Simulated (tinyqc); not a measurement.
Bias-temperature instability from a Gaussian distribution of capture and emission barriers: one step, computed by the program tinyqc.

Each trap has a capture time tau_0 exp(E_c/(k_B T)) under stress and an emission time tau_0 exp(E_e/(k_B T)) after it. E_c is Gaussian, and E_e = E_c + d with d Gaussian and independent. A trap counts as filled once t_s exceeds its capture time and as emptied once t_r exceeds its emission time.

Problem. Recovery. Demarcation energies E_s = k_B T ln(t_s/tau_0), E_r = k_B T ln(t_r/tau_0); mean barrier mu = mu_c - k_F F; z = (E_s - mu)/sigma_c; Phi is the standard normal distribution. Temperatures in kelvin are T(C) + 273.15. Remaining shift dV = V_max int_(-infinity)^(E_s) g(E_c) [1 - Phi((E_r - E_c - delta)/sigma_d)] dE_c, g the Gaussian density of E_c (Gauss-Legendre, 120 points over 7 sigma_c below E_s).

Inputs (values chosen for the exercise, for a model p-channel transistor):
```
quantity,value,unit
shift with all traps filled V_max,260,mV
spread of capture barriers sigma_c,0.4,eV
"mean of E_e - E_c at the stress field, delta",-0.0011,eV
"spread of E_e - E_c, sigma_d",0.32,eV
time constant tau_0,3e-09,s
temperature T,175,C
stress time t_s,4,s
recovery time t_r,70,s
```

mean barrier mu = 1.4731 eV

shift without recovery dV0 = 12.75083 mV

Constants: k_B = 8.617333262e-05 eV/K.

Give: E_r; remaining shift dV; remaining share dV/dV0.

Solution.

E_r = 0.92195 eV

remaining shift dV = 2.7477 mV

remaining share dV/dV0 = 0.21549

A measurement delay of t_r hides 78 % of the shift.
